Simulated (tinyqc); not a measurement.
Sensitivity of the reflectance: thin-film optics by transfer matrices.

Indices N = n + i k. Snell: N0 sin(theta) = N_j sin(theta_j), with Im(N_j cos theta_j) >= 0. Admittance y_j = N_j cos theta_j for s and N_j/cos theta_j for p. Phase delta_j = 2 pi N_j cos theta_j d_j/lambda. Layer matrix [[cos delta, -i sin delta/y], [-i y sin delta, cos delta]], multiplied from the top down to M. (B, C) = M (1, y_sub); r = (y0 B - C)/(y0 B + C), R = |r|^2, T = 4 Re y0 Re y_sub/|y0 B + C|^2, absorbed in the films 1 - R - T.

Inputs chosen for the exercise (indices near those of HfO2, SiO2 on Si; not measured data): lam = 633 nm (vacuum wavelength); n0 = 1 (ambient index); n = (2.044, 1.483, 3.827) (n of HfO2, SiO2, substrate); k = (0, 0, 0.019) (k in the same order); d = (2.8, 6) nm (thicknesses, top first); theta = 30 degrees (angle of incidence).

R for both polarisations. Each row changes one parameter from the base and keeps the others.

Results:
```
case                          R_s     R_p     T_s
base                       0.3888  0.2862  0.6112
d = (7.8, 6) nm            0.3772  0.2764  0.6228
n = (2.085, 1.483, 3.827)  0.3886  0.2860  0.6114
k = (0, 0, 0.031)          0.3887  0.2861  0.6113
lam = 638 nm               0.3889  0.2862  0.6111
theta = 35 degrees         0.4089  0.2664  0.5911
```

The largest shifts from the base row, up to three for each result and ties (the steps differ in size, so this ranks the rows, not the parameters). R_s: theta +0.0201, d -0.0116, n -0.0002. R_p: theta -0.0197, d -0.0097, n -0.0002; unchanged at the printed digits by lam. T_s: theta -0.0201, d +0.0116, n +0.0002.

tinyqc: `OMP_NUM_THREADS=1 python tinyqc.py 1652692 1652693 out.jsonl`; about 0.01 s, one thread, shared Intel(R) Xeon(R) Processor @ 2.30GHz.
